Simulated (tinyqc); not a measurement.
Frequency dispersion of an accumulation capacitance by border traps, distributed model: one step of the calculation.

Traps spread evenly through the insulator exchange electrons with the semiconductor by tunnelling, with tau(x) = t0 exp(2 ka x) at depth x from the interface. The admittance per area Y seen at depth x obeys dY/dx = -Y^2/(i w eps0 eox) + q Nb ln(1 + i w tau)/tau, with Y(0) = i w Cs and w = 2 pi f; the gate sees Y(tox) = G + i w C. Working variable y = Y/(i w), in uF/cm^2. Cox = eps0 eox/tox.

Question. Scales and lumped estimate. Cox; trap-free value 1/(1/Cox + 1/Cs); response depth d = ln(1/(w t0))/(2 ka), where w tau = 1; lumped estimate: all traps within d act as C_bt = q Nb d placed at d/2, so C = 1/{1/[1/(1/Cs + d/(2 eps0 eox)) + C_bt] + (tox - d/2)/(eps0 eox)}.

Parameters, values chosen for the exercise; permittivity close to that of aluminium oxide:
- eox = 8.45 (relative permittivity of the insulator)
- tox = 9.3 nm (insulator thickness)
- Cs = 0.93 uF/cm^2 (semiconductor capacitance in accumulation)
- Nb = 5.1e18 cm^-3 eV^-1 (density of border traps)
- ka = 4.1 1/nm (decay constant of the wave function in the insulator)
- t0 = 2e-11 s (time constant of a trap at the interface)
- f = 1e5 Hz (frequency)

Constants: q = 1.602176634e-19 C, eps0 = 8.8541878128e-14 F/cm where lengths are in cm. Results are converted to the units shown.

Give: Cox; trap-free C; d; C_bt; lumped C.

Answer.

Cox = 0.80449 uF/cm^2
trap-free C = 0.43135 uF/cm^2
d = 1.3762 nm
C_bt = 0.11245 uF/cm^2
lumped C = 0.45811 uF/cm^2

The traps within reach amount to 0.121 Cs and lie in the first 14.8 % of the insulator.

Computed by the program tinyqc: `OMP_NUM_THREADS=1 python tinyqc.py 2202152 2202153 out.jsonl`, one thread of a shared Intel Xeon 2.30GHz, about 0.5 s for the whole run.
